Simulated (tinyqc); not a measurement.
Two-band model of a narrow-gap semiconductor with electrons and holes: one step, computed by the program tinyqc.

Two parabolic bands with acoustic scattering (r = -1/2, a = 0), a gap that does not change with T, and fully ionised dopants. Melting is ignored, so values above the melting point are formal, and kappa_L does not change with T. eta_n = (E_F - E_c)/(k_B T), eta_p = -eta_n - E_g/(k_B T).

Problem. Each band alone. With x = E/(k_B T), a = alpha k_B T (0 for a parabolic band), G = x (1 + a x), D = 1 + 2 a x and <y> = int y f (1 - f) dx, f = 1/(1 + exp(x - eta)): tau = tau_0 G^r/D; transport function s = G^(3/2 + r)/D^2; n = N_0 <G^(3/2)> with N_0 = (2 m k_B T)^(3/2)/(3 pi^2 hbar^3). Integrals over x = E/(k_B T) use 160 Gauss-Legendre points in u = sqrt(x) from 0 to sqrt(max(eta, 0) + 32). sigma = e mu_0 N_0 <s> with mu_0 = e tau_0/m = mu_300 (T/300 K)^(-p); |S| = (k_B/e)(<x s>/<s> - eta); Lorenz number L = (k_B/e)^2 (<x^2 s>/<s> - (<x s>/<s>)^2); kappa_e = L sigma T; zT = S^2 sigma T/(kappa_L + kappa_e). Hall factor r_H = <x^(3/2)> <x^(1/2)>/<s>^2.

Inputs (values chosen for the exercise, modelled on InAs):

| quantity | value | unit |
|---|---|---|
| electron mass m_n | 0.024 | m_0 |
| hole mass m_p | 0.42 | m_0 |
| electron mobility parameter mu_300,n | 30000 | cm^2/(V s) |
| hole mobility parameter mu_300,p | 430 | cm^2/(V s) |
| temperature exponent p | 1.5 | - |
| temperature T | 850 | K |

Doping: p-type.

eta_n = -3.812622

eta_p = -0.6926614

Constants: e = 1.602176634e-19 C; m_0 = 9.1093837015e-31 kg; k_B = 1.380649e-23 J/K; hbar = 1.054571817e-34 J s; k_B = 8.617333262e-05 eV/K.

Give: Partial coefficients.

Solution.

Partial coefficients:

| band | sigma (S/cm) | \|S\| (microvolt/K) | L (1e-8 V^2/K^2) | density (1/cm^3) | Hall factor |
|---|---|---|---|---|---|
| electrons | 7.371 | 501.8 | 1.489 | 9.754e+15 | 1.177 |
| holes | 143.6 | 250.3 | 1.560 | 1.401e+19 | 1.151 |

The minority carriers have the larger |S|, since the Fermi level lies farther from their band; they carry 4.9 % of the conductivity.
